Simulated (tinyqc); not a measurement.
# Changing the test temperature T

Model: electromigration in a confined line: Blech product, Korhonen stress evolution and Black's law. Computed by tinyqc, a small Python program. Command: `OMP_NUM_THREADS=1 python tinyqc.py 3025581 3025582 out.jsonl emigr sweep`. One thread of a shared host (Intel(R) Xeon(R) Processor @ 2.30GHz), about 0.01 s of CPU time with the checks.

The electron wind pushes atoms from the cathode (x = 0) to the anode (x = L); blocking ends build a back stress (tension positive). The input rho is taken not to change with temperature. d sigma/dt = d/dx [kappa (d sigma/dx + G)], with zero flux at both ends and sigma = sigma_0 at t = 0.

Inputs (values chosen for the exercise, close to those used for copper lines):
```
quantity                      value          unit
resistivity rho                3.36  micro-ohm cm
atomic volume Omega            11.8    angstrom^3
effective charge number Z*      1.6             -
prefactor D0                1.9e-08         m^2/s
activation energy E           0.883            eV
effective modulus B              18           GPa
critical stress sigma_c         100           MPa
initial stress sigma_0           39           MPa
current density j              0.92       MA/cm^2
line length L                    64            um
use temperature T_u              85             C
use current density j_u        0.88       MA/cm^2
current exponent n                2             -
```

Start: thermal stress.

Constants: e = 1.602176634e-19 C; k_B = 8.617333262e-05 eV/K; k_B = 1.380649e-23 J/K.

Method:
- G = Z* e rho j/Omega; D = D0 exp(-E/(k_B T)); kappa = D B Omega/(k_B T); drift velocity of an unconfined line v = D Z* e rho j/(k_B T). SI: 1 micro-ohm cm = 1e-8 ohm m, 1 MA/cm^2 = 1e10 A/m^2.
- Temperatures in kelvin are T(C) + 273.15.
- At steady state sigma(x) = sigma_0 + G (L/2 - x). A void forms only if the cathode stress reaches sigma_c, that is if j L exceeds (j L)_c = 2 Omega (sigma_c - sigma_0)/(Z* e rho). Time scale tau = L^2/kappa.
- Median life t50 = A j^(-n) exp(E/(k_B T)); acceleration factor = t50(use)/t50(test) = (j/j_u)^n exp[(E/k_B)(1/T_u - 1/T)].

One run for each value:
```
test temperature T (C)    tau (h)  drift velocity (nm/h)  acceleration factor  critical product (j L)_c (A/cm)
150                     5.412e+04              2.823e-02            8.856e+01                             1671
175                     1.485e+04              1.029e-01            3.419e+02                             1671
200                     4.683e+03              3.263e-01            1.144e+03                             1671
225                     1.663e+03              9.189e-01            3.393e+03                             1671
250                     6.535e+02              2.338e+00            9.068e+03                             1671
275                     2.803e+02              5.452e+00            2.216e+04                             1671
300                     1.297e+02              1.179e+01            5.007e+04                             1671
325                     6.410e+01              2.384e+01            1.057e+05                             1671
350                     3.359e+01              4.550e+01            2.102e+05                             1671
```

Describe and explain the trends.

Over the rows, tau (h) falls from 54100 to 33.6; drift velocity (nm/h) rises from 0.0282 to 45.5. With rho, Z* and sigma_c held fixed the critical product does not depend on temperature; only the clock does.
